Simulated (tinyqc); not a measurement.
MOS inversion layer, Poisson-Schroedinger loop: course of the self-consistent loop.

Electrons confined at an insulator interface at z = 0, treated as a hard wall; parabolic valleys, Hartree approximation, no image or exchange terms. The depletion charge lies far deeper than the electrons and gives a uniform field q Nd/(eps0 eps_r); the gate balances all charge. Energies are counted from the band edge at the interface.

V0 = q Nd z/(eps0 eps_r) in eV.

Tridiagonal Hamiltonian with psi = 0 one step beyond both ends: H_ii = C (1/m_(i-1/2) + 1/m_(i+1/2))/hz^2 + V0_i + U_i (+ dE for the set B), H_(i,i+1) = -C/(m_(i+1/2) hz^2), C = hbar^2/(2 m0). The lowest 2 level(s) of each valley set are kept, normalised to hz sum |psi|^2 = 1. The mass is the same on all intervals.

Level k holds N_k = D_k Vt ln(1 + exp((EF - E_k)/Vt)) with D = 2 md1 m0 q/(pi hbar^2) for the set A, D = 4 md2 m0 q/(pi hbar^2) for the set B per eV (spin included); EF is fixed by sum N_k = Ns.

n_i = sum_k N_k |psi_k|^2 (converted to cm^-3). Hartree part by Gauss: on the interval before node i the electrons still beyond are S_i = Ns - hz sum_(j<i) n_j, and U_i = U_(i-1) + q S_i hz/(eps0 eps_r) in eV, U_0 = 0 at the interface. Mixing: U(new) = U + a (U(out) - U).

Start from U = 0. Stop when the largest |U(out) - U| is below 1e-7 eV, or after 120 rounds.

Inputs (values chosen for the exercise); masses and permittivity close to those of silicon (100):
```
symbol,value,unit,meaning
T,200,K,temperature
eps_r,11.7,,relative permittivity
mz1,0.933,m0,mass along z of valley set A (2 valley(s))
md1,0.187,m0,in-plane density-of-states mass of set A
mz2,0.187,m0,mass along z of valley set B (4 valley(s))
md2,0.423,m0,in-plane density-of-states mass of set B
Ns,8.3e12,cm^-2,sheet density of electrons
Nd,5.7e11,cm^-2,sheet density of depletion charge
dE,0,eV,extra shift of set B (strain)
hz,0.85,nm,mesh step
a,0.3,,mixing factor
```

Constants: q = 1.602176634e-19 C, kB = 1.380649e-23 J/K, hbar = 1.054571817e-34 J s, m0 = 9.1093837015e-31 kg, Vt = kB T/q, eps0 = 8.8541878128e-14 F/cm where lengths are in cm, hbar^2/(2 m0) = 0.0380998212 eV nm^2. Results are converted to the units shown.

z, node 1 to 16 (nm): 0.85  1.7  2.55  3.4  4.25  5.1  5.95  6.8  7.65  8.5  9.35  10.2  11.05  11.9  12.75  13.6

Course of the iteration:
```
round  level A1 (eV)    EF (eV)  largest |U(out) - U| (eV)
1          0.0340104  0.0436240                      0.502
2          0.0997829   0.133286                      0.129
3           0.129473   0.165643                     0.0758
4           0.148381   0.185334                     0.0487
5           0.161015   0.198154                     0.0327
6           0.169635   0.206794                     0.0222
7           0.175572   0.212718                     0.0151
8           0.179679   0.216813                     0.0104
9           0.182529   0.219653                    7.14e-3
...              ...        ...                        ...
33          0.189053   0.226161                    1.22e-6
34          0.189053   0.226161                    8.54e-7
35          0.189053   0.226161                    5.97e-7
36          0.189053   0.226161                    4.18e-7
37          0.189054   0.226162                    2.92e-7
38          0.189054   0.226162                    2.05e-7
39          0.189054   0.226162                    1.43e-7
40          0.189054   0.226162                    1.00e-7
41          0.189054   0.226162                    7.01e-8
```

Did this iteration meet its convergence test, and what does its course show?

Yes. Converged in 41 rounds. Towards the end the residual shrinks by a factor of about 0.70 a round.

tinyqc, about 1 s, one thread, Intel Xeon 2.30GHz (shared host): `OMP_NUM_THREADS=1 python tinyqc.py 2160075 2160076 out.jsonl`
